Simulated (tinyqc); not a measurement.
Resistance of a source-drain extension with a graded tip: abruptness at a fixed junction position.

y runs along the channel, the gate covers y > 0. The doping is N0 for y < y0 and N0 10^(-(y - y0)/la) beyond, uniform over the depth xj. Sheet conductance s(y) = q mu(N) max(N - Nch, 0) xj + (for y > 0) ma Cox Vo, with mu(N) = u0 + (u1 - u0)/(1 + (N/Nr)^au) and Cox = eps0 eox/tox. Current is taken as one-dimensional; depletion of the tip, spreading and the contact are left out. The metallurgical junction lies at yj, where N = Nch.

R_spacer = integral of dy/s from -Ls to 0, R_ov from 0 to yj, R_channel = (Lg - 2 yj)/(ma Cox Vo), R_total = 2 R_spacer + 2 R_ov + R_channel. Electrical length L_eff = ma Cox dR_total/d(1/Vo); R_series = R_total - L_eff/(ma Cox Vo). y0 is moved with la so that yj stays at 8.2907 nm.

Parameters, values chosen for the exercise; mobility law close to that of holes in silicon:
- eox = 21.7 (relative permittivity of the gate insulator (close to hafnium oxide))
- tox = 8.1 nm (insulator thickness)
- N0 = 5.9e19 cm^-3 (active doping of the extension far from the gate)
- xj = 29 nm (depth of the extension)
- Nch = 3.3e18 cm^-3 (channel doping)
- Ls = 20 nm (spacer length)
- Vo = 0.83 V (gate overdrive)
- ma = 80 cm^2/(V s) (mobility of the gate-induced layer)
- u1 = 470.5 cm^2/(V s) (mobility at low doping)
- u0 = 44.9 cm^2/(V s) (mobility at high doping)
- Nr = 2.23e17 cm^-3 (reference doping)
- au = 0.719 (exponent)
- Lg = 40 nm (gate length)

Constants: q = 1.602176634e-19 C, eps0 = 8.8541878128e-14 F/cm where lengths are in cm. Results are converted to the units shown.

The same in every row: yj (nm) = 8.291; R_channel (ohm um) = 148.7.

Results:
```
la (nm/decade)	R_spacer (ohm um)	R_ov (ohm um)	R_total (ohm um)	L_eff (nm)	R_series (ohm um)
1	14.73	7.765	193.7	24.10	40.65
2.3	14.73	10.75	199.6	24.75	42.46
3.6	14.73	13.73	205.6	25.41	44.28
4.9	14.73	16.71	211.6	26.06	46.09
7.4	14.84	22.36	223.1	27.31	49.67
8.7	15.53	24.82	229.4	27.93	52.09
10	16.78	26.91	236.1	28.49	55.17
```

Estimate the missing row, la = 6.1 nm/decade.

Computed row:
```
la (nm/decade)	R_spacer (ohm um)	R_ov (ohm um)	R_total (ohm um)	L_eff (nm)	R_series (ohm um)
6.1	14.73	19.47	217.1	26.67	47.76
```

With this row back in the table: As la goes from 1 to 10 nm/decade, R_total rises from 194 to 236 ohm um, R_spacer rises from 14.7 to 16.8 ohm um and R_ov rises from 7.76 to 26.9 ohm um. R_total changes on average by 4.71 ohm um for each nm/decade. L_eff exceeds the metallurgical length by 0.682 nm in the first row and 5.07 nm in the last, since the gate also controls the lightly doped tips.

Numbers from tinyqc (`OMP_NUM_THREADS=1 python tinyqc.py 2282237 2282238 out.jsonl`; about 0.05 s on one thread of a shared Intel Xeon 2.30GHz).
